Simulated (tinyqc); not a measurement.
Carrier statistics of a doped semiconductor with parabolic bands, step by step. Values are carried at full precision from step to step, so a last printed digit may differ when a step is redone from the rounded ones.

Constants: kB = 8.617333262e-05 eV/K; hbar^2/2m0 = 3.80998211 eV angstrom^2.

Inputs chosen for the exercise (near those of GaN; the results hold for these values, not for the real material):
- Eg0 = 3.521 eV (gap at 0 K)
- al = 0.000899 eV/K (Varshni alpha)
- be = 843 K (Varshni beta)
- T = 500 K
- ml = 0.196 m0 (longitudinal electron mass)
- mt = 0.196 m0 (transverse electron mass)
- Mv = 1 (equivalent valleys)
- mhh = 1.42 m0 (heavy-hole mass)
- mlh = 0.303 m0 (light-hole mass)
- ND = 1.1e+14 1/cm^3 (donors)
- NA = 2.9e+13 1/cm^3 (acceptors)
- ED = 0.0218 eV (donor level below Ec)
- EA = 0.183 eV (acceptor level above Ev)

## Gap and thermal energy

Eg(T) = Eg0 - al T^2/(T + be) (Varshni).

Eg = 3.35365 eV
kT = 0.043087 eV

The gap has shrunk by 167.3 meV from 0 K and is 77.8 kT wide.

## Effective densities of states

m_de = Mv^(2/3) (ml mt^2)^(1/3); m_dh = (mhh^(3/2) + mlh^(3/2))^(2/3); N = 2 (m kB T/(4 pi c))^(3/2) with c = hbar^2/2m0, in 1/angstrom^3; times 1e24 for 1/cm^3.

m_de = 0.1960 m0
m_dh = 1.5118 m0
Nc = 4.6852e+18 1/cm^3
Nv = 1.0037e+20 1/cm^3

The light holes supply 9.0 % of Nv, and Nc/Nv = 0.0467.

## Intrinsic density and level

With Boltzmann statistics ni = sqrt(Nc Nv) exp(-Eg/2kT) and Ei = Eg/2 + (kT/2) ln(Nv/Nc), counted from Ev.

ni = 272 1/cm^3
Ei = 1.7428 eV

Ei lies 66.0 meV above midgap, towards the band with the smaller density of states.

## Neutrality by bisection

Energies are counted from Ev, so Ec = Eg. n = Nc F_1/2((EF - Eg)/kT), p = Nv F_1/2(-EF/kT), ND+ = ND/(1 + 2 exp((EF - Eg + ED)/kT)), NA- = NA/(1 + 4 exp((EA - EF)/kT)); neutrality asks p + ND+ = n + NA-. F_j(eta) = (1/Gamma(j + 1)) integral_0^infinity x^j dx/(1 + exp(x - eta)), which tends to exp(eta) for eta << 0.

Start from the bracket [-0.2 eV, Eg + 0.2 eV]; at the midpoint EF take the sign of p + ND+ - n - NA-; where it is positive EF must rise. Fourteen steps are shown.

Bisection (eV, 1/cm^3):
```
step       low     high       EF         n         p       ND+       NA-  sign
1     -0.20000  3.55365  1.67683      58.8  1.26e+03  1.10e+14  2.90e+13     +
2      1.67683  3.55365  2.61524  1.69e+11  4.38e-07  1.10e+14  2.90e+13     +
3      2.61524  3.55365  3.08444  9.06e+15  8.16e-12  1.09e+14  2.90e+13     -
4      2.61524  3.08444  2.84984  3.91e+13  1.89e-09  1.10e+14  2.90e+13     +
5      2.84984  3.08444  2.96714  5.95e+14  1.24e-10  1.10e+14  2.90e+13     -
6      2.84984  2.96714  2.90849  1.53e+14  4.85e-10  1.10e+14  2.90e+13     -
7      2.84984  2.90849  2.87917  7.73e+13  9.57e-10  1.10e+14  2.90e+13     +
8      2.87917  2.90849  2.89383  1.09e+14  6.81e-10  1.10e+14  2.90e+13     -
9      2.87917  2.89383  2.88650  9.16e+13  8.07e-10  1.10e+14  2.90e+13     -
10     2.87917  2.88650  2.88283  8.42e+13  8.79e-10  1.10e+14  2.90e+13     -
11     2.87917  2.88283  2.88100  8.07e+13  9.17e-10  1.10e+14  2.90e+13     +
12     2.88100  2.88283  2.88192  8.24e+13  8.98e-10  1.10e+14  2.90e+13     -
13     2.88100  2.88192  2.88146  8.15e+13  9.07e-10  1.10e+14  2.90e+13     -
14     2.88100  2.88146  2.88123  8.11e+13  9.12e-10  1.10e+14  2.90e+13     -
```

Each step halves the bracket, which is 0.458 meV wide at the last row.

## The neutral state

Solve the neutrality condition for EF to convergence.

EF = 2.8812 eV
n = 8.10e+13 1/cm^3
p = 9.13e-10 1/cm^3
ND+ = 1.10e+14 1/cm^3
NA- = 2.90e+13 1/cm^3

The material is n-type; 100.0 % of the donors are ionised. EF lies 10.97 kT inside the gap from the conduction edge, so Boltzmann statistics would serve; n p/(Nc Nv exp(-Eg/kT)) = 1.000.

## Checks

- F_1/2(1) by the trapezoid rule against adaptive quadrature: both 1.575641.
- Positive against negative charge at the solution (1/cm^3): both 1.09994e+14.

(tinyqc, `OMP_NUM_THREADS=1 python tinyqc.py 1680427 1680428 out.jsonl`, Intel(R) Xeon(R) Processor @ 2.30GHz, 1 thread, shared host, about 0.01 s.)
